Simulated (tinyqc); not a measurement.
Worked calculation: Rayleigh-quotient iteration on a symmetric matrix. One step of it, computed by the program tinyqc.

Task: Step 2. solve (A - shift) w = v; v' = w/|w| with its largest component positive (the first on a tie); lambda = v'^T A v'; the next shift is lambda.

A:
$$\begin{pmatrix}
0.330000 & 0.236000 & -0.279000 \\
0.236000 & 3.161000 & -0.126000 \\
-0.279000 & -0.126000 & 4.404000
\end{pmatrix}$$

vector after step 1: [0.967475, -0.249825, -0.039752]

Rayleigh quotient after step 1 = 0.418004

Give: vector after step 2; Rayleigh quotient after step 2.

Result:

vector after step 2: [0.9951, -0.0708, 0.0687]

Rayleigh quotient after step 2 = 0.2932
